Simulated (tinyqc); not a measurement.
Changing the starting thickness h0: spin coating of a resist or spin-on film: centrifugal thinning, evaporation and the final thickness (Emslie and Meyerhofer models). Computed by tinyqc, a small Python program. Command: `OMP_NUM_THREADS=1 python tinyqc.py 3111434 3111435 out.jsonl spincoat sweep`. One thread of a shared host (Intel(R) Xeon(R) Processor @ 2.30GHz), about 0.2 s of CPU time with the checks.

A Newtonian film stays uniform over the wafer; solvent and solids have the same density and the concentration is uniform through the thickness.

Inputs (values chosen for the exercise, of the order of those of a polymer resist in an ester solvent):
```
quantity                                 value          unit
solids volume fraction c0                0.099             -
kinematic viscosity of the solvent nu_s    2.1        mm^2/s
viscosity constant k                      4600        mm^2/s
viscosity exponent gamma                   2.1             -
spin speed f                              2000           rpm
evaporation rate at 1000 rpm e0           0.19  micrometre/s
time t                                     2.5             s
wafer radius R                              50            mm
shrinkage in the bake                       12             %
```

Method:
- omega = 2 pi f/60; nu(c) = nu_s + k c^gamma; evaporation rate e = e0 sqrt(f/1000 rpm).
- Flow constant K = 2 omega^2/(3 nu(c0)); Reynolds number of the air omega R^2/nu_air with nu_air = 15 mm^2/s.
- dh/dt = -K h^3 gives h = h0/sqrt(1 + 2 K h0^2 t); for long times h = 1/sqrt(2 K t).
- Full model for solids s and liquid l per area, h = s + l, c = s/h: ds/dt = -c Q, dl/dt = -(1 - c) Q - e, Q = 2 omega^2 h^3/(3 nu(c)); integrated adaptively (relative tolerance 1e-9) until l = 0.
- Dry film = s at l = 0, before the bake; film after the bake = s x (1 - shrinkage).

One run for each value:
```
starting thickness h0 (micrometre)  dry film (nm)  h(t) without evaporation (micrometre)  time to dry (s)
20                                         807.43                                 12.539           30.294
39                                         823.87                                 14.878           31.657
75                                         826.18                                 15.736           31.997
140                                        826.50                                 15.989           32.083
280                                        826.55                                 16.068           32.108
540                                        826.56                                 16.088           32.115
1000                                       826.56                                 16.093           32.116
2000                                       826.56                                 16.094           32.117
```

What does the table show, and why?

Over the rows, dry film (nm) rises from 807 to 827; h(t) without evaporation (micrometre) rises from 12.5 to 16.1; time to dry (s) rises from 30.3 to 32.1. The exponent of dry film stays between 0.00 and 0.03, near 0: the excess is flung off.

Extremes, crossings and ranges named in words are read from the listed rows.
